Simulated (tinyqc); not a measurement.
Inside a calculation. Model: read current of a NAND string, cells in series solved by shooting.

Computed by the program tinyqc: `OMP_NUM_THREADS=1 python tinyqc.py 2142088 2142089 out.jsonl`, one thread of a shared Intel Xeon 2.30GHz, about 0.6 s for the whole run. Printed values are rounded.

Cells in series, numbered from 0 at the source line (0 V) to the bit line, each followed by a gap resistance Rg. A cell with gate Vg, threshold VT, source Vs and drain Vd passes I = 2 nf K Vt^2 [F(Vs) - F(Vd)]/(1 + th max(Vg - VT, 0)), F(V) = ln^2(1 + exp((Vg - VT - nf V)/(2 nf Vt))). The selected cell has Vg = Vr, the others Vg = Vp.

Values chosen for this exercise; values of the order met in vertical NAND strings:
- T = 300 K (temperature)
- K = 6.6 uA/V^2 (gain factor of a cell)
- nf = 1.6 (slope factor)
- th = 0.06 1/V (mobility reduction factor)
- Rg = 7.1 kohm (resistance of the gap between cells)
- Vbl = 0.3 V (bit-line voltage)
- Vp = 6.2 V (pass voltage)
- Vr = 3.91 V (read voltage on the selected word line)

Constants: q = 1.602176634e-19 C, kB = 1.380649e-23 J/K, Vt = kB T/q. Results are converted to the units shown.

## Step 1: node voltages for a trial current

first trial current = 0.45 uA
thresholds from the source end, cell 0 to 4 (V): 4.2  2.7  -1.5  4.2  4.2

For a trial current I start at 0 V and, cell by cell (the selected one is cell 1), solve for the drain: sqrt(F(Vd)) = sqrt(F(Vs) - I/k), k = 2 nf K Vt^2/(1 + th max(Vg - VT, 0)), Vd = [Vg - VT - 2 nf Vt ln(exp(sqrt F) - 1)]/nf, then add I Rg.

node voltage after each cell and gap, trial 1, cell 0 to 4 (V): 0.0419785  0.112321  0.128790  0.175393  0.223960

## Step 2: node voltages for a trial current

second trial current = 0.53 uA

As before.

node voltage after each cell and gap, trial 2, cell 0 to 4 (V): 0.0495721  0.134132  0.153606  0.209897  0.269187

## Course of the secant iteration

Secant steps on the end voltage less Vbl, from the two trials; a trial above the saturation current of a cell has no solution and is moved halfway to the previous trial. Stop below 1e-9 V.

Course of the iteration:
```
iteration    I (uA)  end voltage - Vbl (V)  halvings
1          0.584504                1.27e-3         0
2          0.582351               -2.11e-5         0
3          0.582387               -1.45e-8         0
4          0.582387               1.67e-13         0
```

Converged in 4 iterations to I = 0.58239 uA. The selected cell takes 30.0 % of the bit-line voltage and the gaps together 6.89 %.
